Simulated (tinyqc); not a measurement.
# Contact resistivity and sheet resistance from two contact lengths

Problem. Rc = [sqrt(rc Rsh)/Wc] coth(Lc/(2 LT)), LT = sqrt(rc/Rsh), Wc = 136 nm; the second contact is twice as long as the first. Find LT, rc and Rsh.

Rc for Lc = 26 and 52 nm (ohm): 132.524183  69.8590172

Solution. With t = tanh(Lc/(2 LT)) for the shorter contact, the resistance of the longer over that of the shorter is (1 + t^2)/2. Then sqrt(rc Rsh) = Rc t Wc, and rc and Rsh follow by multiplying and dividing by LT.

LT = 54.77 nm
rc = 2.300e-9 ohm cm^2
Rsh = 76.67 ohm

tinyqc, about 0.05 s, one thread, Intel Xeon 2.30GHz (shared host): `OMP_NUM_THREADS=1 python tinyqc.py 2170124 2170125 out.jsonl`
